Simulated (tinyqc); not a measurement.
Gated two-dimensional channel with two bands, quantum capacitance: one step of the calculation.

phi is the Fermi level above the lowest band edge, in volts; Vg is counted from the gate voltage at which an empty channel would have phi = 0. The channel has no thickness; trap charge is -q Dit phi.

Task. New phi. D1 = gv md m0 q/(pi hbar^2), D2 = g2 m2 m0 q/(pi hbar^2) per eV; n1 = D1 Vt ln(1 + exp(phi/Vt)), n2 = D2 Vt ln(1 + exp((phi - E2)/Vt)), n = n1 + n2; Cq = q dn/dphi = q [D1/(1 + exp(-phi/Vt)) + D2/(1 + exp((E2 - phi)/Vt))]. Newton: f = phi + q (n + Dit phi)/Cox - Vg, phi(new) = phi - f/(1 + (Cq + q Dit)/Cox).

Inputs (values chosen for the exercise); lowest band close to that of a thin InAs body: temperature T = 300 K; in-plane mass md = 0.0351 m0; valley degeneracy gv = 1; in-plane mass of a second band, chosen freely m2 = 0.082 m0; valley degeneracy of that band, chosen freely g2 = 6; second band edge above the first E2 = 0.14 eV; density of traps Dit = 1.4e11 cm^-2 eV^-1; gate voltage Vg = 0.33 V.

Constants: q = 1.602176634e-19 C, kB = 1.380649e-23 J/K, hbar = 1.054571817e-34 J s, m0 = 9.1093837015e-31 kg, Vt = kB T/q. Results are converted to the units shown.

phi at the start = 0.33 V
Cox = 0.67708495 uF/cm^2

Give: n1; n2; Cq; f; phi after iteration 1.

Result.

n1 = 4.839e12 cm^-2
n2 = 3.905e13 cm^-2
Cq = 35.26 uF/cm^2
f = 10.40 V
phi after iteration 1 = 0.1342 V

Computed by the program tinyqc: `OMP_NUM_THREADS=1 python tinyqc.py 2200023 2200024 out.jsonl`, one thread of a shared Intel Xeon 2.30GHz, about 0.01 s for the whole run.
